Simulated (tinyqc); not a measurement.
From results back to parameters: optical gain and spontaneous emission in a bulk direct-gap semiconductor. Three cases, with inputs chosen for the exercise.

Problem. The gain spectrum crosses zero at E0 = Eg + Fc + Fv; n = p is hidden.

F_j(eta) = (1/Gamma(j + 1)) integral_0^infinity x^j dx/(1 + exp(x - eta)), which tends to exp(eta) for eta << 0.

Quasi-Fermi levels: n = Nc F_1/2(Fc/kT) and p = Nv F_1/2(Fv/kT), Fc counted up from the conduction edge and Fv down from the valence edge; Nc, Nv from N = 2 (m kB T/(4 pi c))^(3/2) with c = hbar^2/2m0, in 1/angstrom^3; times 1e24 for 1/cm^3, with me and (mhh^(3/2) + mlh^(3/2))^(2/3).

Constants: hbar^2/2m0 = 3.80998211 eV angstrom^2; kB = 8.617333262e-05 eV/K.

Find: Fc; Fv; n.

Method. Fc + Fv rises steadily with n, so one n gives E0 - Eg; solve by bisection on ln n.

Case 1.

Values chosen (near those of InP; not measured data): Eg = 1.354 eV (direct gap); me = 0.0765 m0 (electron mass); mhh = 0.588 m0 (heavy-hole mass); mlh = 0.0864 m0 (light-hole mass); T = 350 K.

E0 = 1.46554 eV

Solution.

Fc = 0.139 eV
Fv = -0.028 eV
n = 5.3e+18 1/cm^3

Case 2.

Values chosen (near those of InP; not measured data): Eg = 1.322 eV (direct gap); me = 0.08 m0 (electron mass); mhh = 0.587 m0 (heavy-hole mass); mlh = 0.0867 m0 (light-hole mass); T = 350 K.

E0 = 1.45502 eV

Solution.

Fc = 0.154 eV
Fv = -0.021 eV
n = 6.5e+18 1/cm^3

Case 3.

Values chosen (near those of GaAs; not measured data): Eg = 1.399 eV (direct gap); me = 0.0676 m0 (electron mass); mhh = 0.511 m0 (heavy-hole mass); mlh = 0.0781 m0 (light-hole mass); T = 350 K.

E0 = 1.51424 eV

Solution.

Fc = 0.142 eV
Fv = -0.026 eV
n = 4.5e+18 1/cm^3

Computed by tinyqc, one run a case: `OMP_NUM_THREADS=1 python tinyqc.py N N+1 out.jsonl` with N = 1681616, 1681637, 1681645; one thread of a shared Intel(R) Xeon(R) Processor @ 2.30GHz, about 0.1 s a run at most.
